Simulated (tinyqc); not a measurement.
The first four gaps: longitudinal sound in a periodic multilayer: transfer matrices, stop bands and folded phonons. Computed by tinyqc, a small Python program. Command: `OMP_NUM_THREADS=1 python tinyqc.py 3002183 3002184 out.jsonl multilayer walk`. One thread of a shared host (Intel(R) Xeon(R) Processor @ 2.30GHz), about 0.01 s of CPU time with the checks.

Layers 1 and 2 repeat with period d = d_1 + d_2; waves travel normal to the layers, without loss. State vector (u, s): displacement u and stress divided by omega. Impedances Z = rho v are in 1e6 kg/(m^2 s).

Inputs (values chosen for the exercise, modelled on copper (layer 1), tantalum (layer 2) and silicon (substrate)):

| quantity | value | unit |
|---|---|---|
| density rho_1 | 9.04 | g/cm^3 |
| velocity v_1 | 4670 | m/s |
| thickness d_1 | 2.05 | nm |
| density rho_2 | 16.3 | g/cm^3 |
| velocity v_2 | 4110 | m/s |
| thickness d_2 | 1.79 | nm |
| substrate density | 2.34 | g/cm^3 |
| substrate velocity | 8430 | m/s |

Method:
- Z = rho v; interface reflection r = (Z_2 - Z_1)/(Z_2 + Z_1) (stress amplitude, from 1 into 2); Bragg frequency f_B = 1/[2 (d_1/v_1 + d_2/v_2)]; long-wave velocity v_eff = d/sqrt[(d_1/v_1)^2 + (d_2/v_2)^2 + (Z_1/Z_2 + Z_2/Z_1)(d_1/v_1)(d_2/v_2)].
- A layer maps (u, s) by [[cos p, sin p/Z], [-Z sin p, cos p]], p = 2 pi f d_i/v_i; one period is M = M_2 M_1, and cos(q d) = trace(M)/2.
- Gap m contains m f_B; its edges, where trace(M)/2 = (-1)^m, are found by root search. Weak-contrast estimate of the width: (4 f_B/pi) |r sin(m pi a)|, a = (d_1/v_1)/(d_1/v_1 + d_2/v_2).

Bragg frequency f_B = 571.758 GHz

Z_1 = 42.2168

Z_2 = 66.993

interface reflection r = 0.226868

Stop bands (GHz):

| m | lower edge | upper edge | width | weak-contrast estimate |
|---|---|---|---|---|
| 1 | 488.5 | 655.1 | 166.60 | 165.15 |
| 2 | 1142.5 | 1144.5 | 2.05 | 2.05 |
| 3 | 1632.0 | 1798.6 | 166.58 | 165.13 |
| 4 | 2285.0 | 2289.1 | 4.09 | 4.09 |

What does the comparison show, and why?

With a = 0.502, gap 1 is the widest and gap 2 the narrowest: the layers are near a quarter wave each at f_B, so the even gaps almost close. The weak-contrast estimate misses the first width by -0.9 % at |r| = 0.23. Odd gaps open at the edge of the folded zone (q = pi/d), even ones at its centre. Caution: at these frequencies damping, strong in glasses, and rough interfaces, both left out here, can weaken the stop bands; layers only a few atoms thick are also beyond continuum acoustics.
